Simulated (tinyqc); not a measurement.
RKS/B3LYP (VWN-RPA form) in the 3-21g basis, for HeH+, spin multiplicity 1, step by step. Computed by tinyqc, a small Python program that keeps every step (integrals from PySCF). Settings: charge = 1, multiplicity = 1, basis = 3-21g, energy threshold = 1e-09, iteration cap = 68, orthogonalisation = symmetric, start = atomic densities, DIIS depth = 3, method = RKS, functional = b3lyp, grid = [30, 50]. Command: `OMP_NUM_THREADS=1 python tinyqc.py 26124 26125 out.jsonl` (the two numbers bound the seeds that draw the settings). One thread of a shared host (Intel(R) Xeon(R) Processor @ 2.60GHz), about 0.4 s of CPU time with the checks. Later iterations appear only in the table of the cycle.

## One-electron integrals

Geometry (angstrom):
```
atom        x        y        z
He    0.00000  0.00000  0.00000
H     0.00000  0.00000  1.10600
```

Basis 3-21g: exponents (1/bohr^2) and contraction coefficients of normalised primitives:
```
element  l (shell)  exponent  coefficient
He           s (1)  13.62670      0.17523
He           s (1)   1.99935      0.89348
He           s (2)   0.38299      1.00000
H            s (1)   5.44718      0.15628
H            s (1)   0.82455      0.90469
H            s (2)   0.18319      1.00000
```

Overlap, kinetic and nuclear-attraction integrals over the contracted functions; the nuclear repulsion is the sum of Za Zb / Rab.

nuclear repulsion = 0.9569208 hartree

overlap S, lower triangle:
```
         1He 1s   1He 2s    2H 1s    2H 2s
1He 1s  1.00000
1He 2s  0.59522  1.00000
2H 1s   0.05660  0.27061  1.00000
2H 2s   0.18599  0.52673  0.64590  1.00000
```

kinetic energy T (hartree), lower triangle:
```
          1He 1s   1He 2s    2H 1s    2H 2s
1He 1s   3.91612
1He 2s   0.57895  0.57449
2H 1s   -0.07485  0.04796  1.54940
2H 2s    0.04787  0.12515  0.29315  0.27479
```

nuclear attraction V (hartree), lower triangle:
```
          1He 1s    1He 2s     2H 1s     2H 2s
1He 1s  -5.96815
1He 2s  -2.52008  -2.44896
2H 1s   -0.20486  -0.66783  -2.67772
2H 2s   -0.74768  -1.14611  -1.39897  -1.56950
```

core Hamiltonian H = T + V (hartree), lower triangle:
```
          1He 1s    1He 2s     2H 1s     2H 2s
1He 1s  -2.05203
1He 2s  -1.94113  -1.87447
2H 1s   -0.27971  -0.61987  -1.12832
2H 2s   -0.69981  -1.02096  -1.10582  -1.29471
```

## Two-electron integrals

Functions are numbered as in S; the eight-fold symmetry (ij|kl) = (ji|kl) = (kl|ij) leaves the list below.

Two-electron integrals (ij|kl) in chemists' order, unique and non-zero (hartree):
```
(11|11) 1.80325   (21|11) 0.87651   (21|21) 0.45208   (22|11) 0.91701
(22|21) 0.51468   (22|22) 0.69831   (31|11) 0.07111   (31|21) 0.03810
(31|22) 0.04630   (31|31) 0.00431   (32|11) 0.17875   (32|21) 0.10415
(32|22) 0.15699   (32|31) 0.01321   (32|32) 0.06526   (33|11) 0.47800
(33|21) 0.28400   (33|22) 0.46447   (33|31) 0.03706   (33|32) 0.24373
(33|33) 1.14014   (41|11) 0.26127   (41|21) 0.13624   (41|22) 0.15813
(41|31) 0.01245   (41|32) 0.03510   (41|33) 0.09615   (41|41) 0.04199
(42|11) 0.39235   (42|21) 0.22453   (42|22) 0.32302   (42|31) 0.02309
(42|32) 0.09294   (42|33) 0.30327   (42|41) 0.07163   (42|42) 0.16657
(43|11) 0.30693   (43|21) 0.18178   (43|22) 0.29379   (43|31) 0.02294
(43|32) 0.13927   (43|33) 0.61140   (43|41) 0.06113   (43|42) 0.18657
(43|43) 0.34515   (44|11) 0.43789   (44|21) 0.25779   (44|22) 0.41092
(44|31) 0.02925   (44|32) 0.15645   (44|33) 0.62637   (44|41) 0.08449
(44|42) 0.24378   (44|43) 0.38033   (44|44) 0.48296
```

## Orthogonalisation

S = U s U^T; symmetric (Loewdin) form X = U s^(-1/2) U^T, so that X^T S X = 1.

eigenvalues of S: 0.24993  0.40895  1.16627  2.17486

X, lower triangle:
```
          1He 1s    1He 2s     2H 1s    2H 2s
1He 1s   1.19248
1He 2s  -0.42581   1.35610
2H 1s    0.02449  -0.00812   1.23459
2H 2s    0.04199  -0.36659  -0.46053  1.38493
```

## Starting guess

The start is atomic minimal-basis densities projected into this basis (PySCF's MINAO start) and scaled to the electron count of each spin; this density is not idempotent, so its energy is not variational and may lie below the converged one.

D at the start, lower triangle:
```
          1He 1s    1He 2s    2H 1s    2H 2s
1He 1s   0.28698
1He 2s   0.39329   0.53900
2H 1s   -0.01192  -0.01504  0.13538
2H 2s    0.02547   0.03678  0.19323  0.28211
```

## Iteration 1: exchange-correlation on the grid

Becke grid with 30 radial and 50 angular points per atom, points of zero weight dropped. rho = sum D_ij phi_i phi_j; V_xc,ij = sum w v_xc phi_i phi_j plus the gradient terms; v_xc is d(rho eps)/d rho at fixed gradient. Exact exchange is left to K.

The 16 grid points with the largest w rho, of 2980 (bohr, atomic units):
```
x                y        z        w      rho  |grad rho|^2    eps_xc      v_xc
0.43952   -0.43952  1.31857  0.10111  0.04787       0.00378  -0.26249  -0.31973
0.43952    0.43952  1.31857  0.10111  0.04787       0.00378  -0.26249  -0.31973
-0.43952  -0.43952  1.31857  0.10111  0.04787       0.00378  -0.26249  -0.31973
-0.43952   0.43952  1.31857  0.10111  0.04787       0.00378  -0.26249  -0.31973
-0.36527  -0.36527  1.09582  0.07910  0.05679       0.00657  -0.27788  -0.33652
0.36527   -0.36527  1.09582  0.07910  0.05679       0.00657  -0.27788  -0.33652
-0.36527   0.36527  1.09582  0.07910  0.05679       0.00657  -0.27788  -0.33652
0.36527    0.36527  1.09582  0.07910  0.05679       0.00657  -0.27788  -0.33652
-0.57289   0.00000  0.57289  0.03222  0.13549       0.19267  -0.38711  -0.43522
0.00000    0.57289  0.57289  0.03222  0.13549       0.19267  -0.38711  -0.43522
0.00000   -0.57289  0.57289  0.03222  0.13549       0.19267  -0.38711  -0.43522
0.57289    0.00000  0.57289  0.03222  0.13549       0.19267  -0.38711  -0.43522
0.70470    0.00000  0.70470  0.05629  0.07553       0.05036  -0.32658  -0.36537
0.00000   -0.70470  0.70470  0.05629  0.07553       0.05036  -0.32658  -0.36537
-0.70470   0.00000  0.70470  0.05629  0.07553       0.05036  -0.32658  -0.36537
0.00000    0.70470  0.70470  0.05629  0.07553       0.05036  -0.32658  -0.36537
```

electrons on the grid, sum of w rho = 1.99964

E_xc = sum of w rho eps_xc = -0.6836360 hartree

V_xc (hartree), lower triangle:
```
          1He 1s    1He 2s     2H 1s     2H 2s
1He 1s  -0.71161
1He 2s  -0.33965  -0.34834
2H 1s   -0.02823  -0.09504  -0.38923
2H 2s   -0.10154  -0.16049  -0.20938  -0.22511
```

## Iteration 1: building the Kohn-Sham matrix

J_ij = sum D_kl (ij|kl), K_ij = sum D_kl (ik|jl); F = H + J - 0.1 K + V_xc; E = tr D H + tr D J / 2 - 0.05 tr D K + E_xc + E_nn.

Coulomb J (hartree), lower triangle:
```
         1He 1s   1He 2s    2H 1s    2H 2s
1He 1s  2.04317
1He 2s  1.08539  1.36272
2H 1s   0.09930  0.35514  1.19725
2H 2s   0.33391  0.65780  0.72497  0.93479
```

exchange K (hartree), lower triangle:
```
         1He 1s   1He 2s    2H 1s    2H 2s
1He 1s  1.48835
1He 2s  1.12333  1.03070
2H 1s   0.21299  0.33379  0.53801
2H 2s   0.46575  0.53884  0.46118  0.50329
```

Kohn-Sham matrix F (hartree), lower triangle:
```
          1He 1s    1He 2s     2H 1s     2H 2s
1He 1s  -0.86930
1He 2s  -1.30772  -0.96315
2H 1s   -0.22994  -0.39315  -0.37410
2H 2s   -0.51401  -0.57754  -0.63635  -0.63536
```

total energy of this density = -2.5325112 hartree

This density is the starting one; it is not idempotent, so its energy is not variational and may lie below the converged one.

## Iteration 1: diagonalisation and new density

Diagonalise F' = X^T F X, C = X C', fill 1 alpha and 1 beta electrons from the bottom; D = 2 C_occ C_occ^T. Each column has its largest component positive (the first on a tie).

F' = X^T F X (hartree), lower triangle:
```
          1         2         3         4
1  -0.12145
2  -1.23744  -0.08696
3   0.00954  -0.12071   0.01983
4  -0.08868  -0.21525  -0.52800  -0.17418
```

orbital energies (hartree): MO1 -1.40373, MO2 -0.56506, MO3 0.46285, MO4 1.14319

coefficients C:
```
            MO1       MO2       MO3       MO4
1He 1s  0.52794  -0.18266   0.00395  -1.13736
1He 2s  0.55733  -0.34945  -0.28156   1.28171
2H 1s   0.07663   0.44067  -1.23727  -0.07780
2H 2s   0.02943   0.75270   1.26215  -0.32533
```

D after iteration 1, lower triangle:
```
         1He 1s   1He 2s    2H 1s    2H 2s
1He 1s  0.55744
1He 2s  0.58847  0.62123
2H 1s   0.08091  0.08542  0.01174
2H 2s   0.03107  0.03280  0.00451  0.00173
```

## Iteration 2: exchange-correlation on the grid

As before.

The 16 grid points with the largest w rho, of 2980 (bohr, atomic units):
```
x                y        z        w      rho  |grad rho|^2    eps_xc      v_xc
-0.57289   0.00000  0.57289  0.03222  0.19360       0.52375  -0.43528  -0.48510
0.00000   -0.57289  0.57289  0.03222  0.19360       0.52375  -0.43528  -0.48510
0.00000    0.57289  0.57289  0.03222  0.19360       0.52375  -0.43528  -0.48510
0.57289    0.00000  0.57289  0.03222  0.19360       0.52375  -0.43528  -0.48510
0.45938    0.00000  0.45938  0.01776  0.34708       1.49290  -0.50570  -0.58166
0.00000   -0.45938  0.45938  0.01776  0.34708       1.49290  -0.50570  -0.58166
0.00000    0.45938  0.45938  0.01776  0.34708       1.49290  -0.50570  -0.58166
-0.45938   0.00000  0.45938  0.01776  0.34708       1.49290  -0.50570  -0.58166
-0.45938   0.45938  0.00000  0.01777  0.34009       1.49458  -0.50422  -0.57758
0.45938    0.45938  0.00000  0.01777  0.34009       1.49458  -0.50422  -0.57758
-0.45938  -0.45938  0.00000  0.01777  0.34009       1.49458  -0.50422  -0.57758
0.45938   -0.45938  0.00000  0.01777  0.34009       1.49458  -0.50422  -0.57758
0.57289   -0.57289  0.00000  0.03223  0.18682       0.51892  -0.43324  -0.48015
-0.57289  -0.57289  0.00000  0.03223  0.18682       0.51892  -0.43324  -0.48015
-0.57289   0.57289  0.00000  0.03223  0.18682       0.51892  -0.43324  -0.48015
0.57289    0.57289  0.00000  0.03223  0.18682       0.51892  -0.43324  -0.48015
```

electrons on the grid, sum of w rho = 1.99989

E_xc = sum of w rho eps_xc = -0.9209233 hartree

V_xc (hartree), lower triangle:
```
          1He 1s    1He 2s     2H 1s     2H 2s
1He 1s  -0.81315
1He 2s  -0.38327  -0.37241
2H 1s   -0.03096  -0.07564  -0.22486
2H 2s   -0.11388  -0.15607  -0.13016  -0.15896
```

## Iteration 2: building the Kohn-Sham matrix

As before.

Coulomb J (hartree), lower triangle:
```
         1He 1s   1He 2s    2H 1s    2H 2s
1He 1s  2.69963
1He 2s  1.39297  1.62488
2H 1s   0.11918  0.34570  0.98274
2H 2s   0.42137  0.72430  0.62204  0.86711
```

exchange K (hartree), lower triangle:
```
         1He 1s   1He 2s    2H 1s    2H 2s
1He 1s  2.36106
1He 2s  1.67391  1.37227
2H 1s   0.31447  0.30083  0.13620
2H 2s   0.66607  0.58516  0.17263  0.28251
```

Kohn-Sham matrix F (hartree), lower triangle:
```
          1He 1s    1He 2s     2H 1s     2H 2s
1He 1s  -0.40165
1He 2s  -1.09882  -0.75922
2H 1s   -0.22294  -0.37989  -0.38405
2H 2s   -0.45893  -0.51125  -0.63120  -0.61481
```

total energy of this density = -2.8980333 hartree

## Iteration 2: DIIS over 2 matrices

error matrix X^T (FDS - SDF) X:
```
          1         2        3         4
1   0.00000   0.29714  0.10934   0.12899
2  -0.29714   0.00000  0.05011   0.03051
3  -0.10934  -0.05011  0.00000  -0.01052
4  -0.12899  -0.03051  0.01052   0.00000
```

B (overlaps of the stored error matrices):
```
                1               2
1   2.1635730e-01  -2.0244027e-01
2  -2.0244027e-01   2.4087823e-01
```

Minimise |sum c_i e_i|^2 with sum c_i = 1: solve [B -1; -1 0][c; lambda] = [0; -1] with B_ij = tr e_i^T e_j, and take F = sum c_i F_i.

DIIS coefficients: 0.51422  0.48578

extrapolated F (hartree), lower triangle:
```
          1He 1s    1He 2s     2H 1s     2H 2s
1He 1s  -0.64213
1He 2s  -1.20624  -0.86409
2H 1s   -0.22654  -0.38671  -0.37893
2H 2s   -0.48725  -0.54533  -0.63385  -0.62538
```

## Iteration 2: diagonalisation and new density

As before.

F' = X^T F X (hartree), lower triangle:
```
          1         2         3         4
1   0.11811
2  -1.23282  -0.00322
3   0.00750  -0.12585   0.01156
4  -0.08325  -0.20636  -0.52452  -0.17620
```

orbital energies (hartree): MO1 -1.25193, MO2 -0.55081, MO3 0.45301, MO4 1.29998

coefficients C:
```
            MO1       MO2       MO3       MO4
1He 1s  0.48442  -0.19219   0.01003  -1.15499
1He 2s  0.57015  -0.40789  -0.28588   1.25762
2H 1s   0.10496   0.43800  -1.23618  -0.07731
2H 2s   0.06359   0.75433   1.26451  -0.30697
```

D after iteration 2, lower triangle:
```
         1He 1s   1He 2s    2H 1s    2H 2s
1He 1s  0.46932
1He 2s  0.55239  0.65015
2H 1s   0.10169  0.11968  0.02203
2H 2s   0.06161  0.07251  0.01335  0.00809
```

## Iteration 7 (converged): orbitals

converged F (hartree), lower triangle:
```
          1He 1s    1He 2s     2H 1s     2H 2s
1He 1s  -0.54028
1He 2s  -1.16312  -0.82201
2H 1s   -0.23297  -0.39338  -0.40267
2H 2s   -0.48163  -0.53728  -0.64320  -0.63059
```

As before.

F' = X^T F X (hartree), lower triangle:
```
          1         2         3         4
1   0.22678
2  -1.23207   0.03593
3   0.00129  -0.13399  -0.01537
4  -0.08468  -0.20313  -0.52176  -0.18432
```

orbital energies (hartree): MO1 -1.19344, MO2 -0.54873, MO3 0.43069, MO4 1.37450

coefficients C:
```
            MO1       MO2       MO3       MO4
1He 1s  0.46114  -0.20435   0.01335  -1.16237
1He 2s  0.56474  -0.44653  -0.28854   1.24628
2H 1s   0.13205   0.44132  -1.23242  -0.07683
2H 2s   0.09114   0.74477   1.27064  -0.29789
```

D after iteration 7, lower triangle:
```
         1He 1s   1He 2s    2H 1s    2H 2s
1He 1s  0.42531
1He 2s  0.52085  0.63786
2H 1s   0.12179  0.14915  0.03488
2H 2s   0.08406  0.10294  0.02407  0.01661
```

## Convergence

Stop when the energy changes by less than 1e-09 hartree and every element of the error matrix X^T (F D S - S D F) X is below 9e-06.

Course of the cycle:
```
iteration  E (hartree)     change  largest element of the error matrix
1           -2.5325112          -                             2.38e-01
2           -2.8980333  -3.66e-01                             2.97e-01
3           -2.9254036  -2.74e-02                             9.60e-02
4           -2.9307301  -5.33e-03                             2.98e-03
5           -2.9307429  -1.28e-05                             5.56e-05
6           -2.9307429  -2.52e-09                             3.70e-06
7           -2.9307429  -1.22e-11                             2.08e-07
```

PySCF RKS in the same basis, fine grid = -2.9307941 hartree

Converged in 7 iterations. The coarse grid moves the energy by +5.12e-05 hartree.

## Populations, bond orders and dipole

Mulliken: Z minus the diagonal of D S on the atom; Loewdin: the same with S^(1/2) D S^(1/2); Mayer order: 2 sum_s sum (D(s) S)_ij (D(s) S)_ji over the two atoms.

Charges (e):
```
atom  Mulliken  Loewdin
1He    0.19969  0.27058
2H     0.80031  0.72942
```

Mayer bond orders:
```
pair    order
2-1   0.35951
```

dipole moment about the origin, x y z (debye): 0.00000  0.00000  4.35550
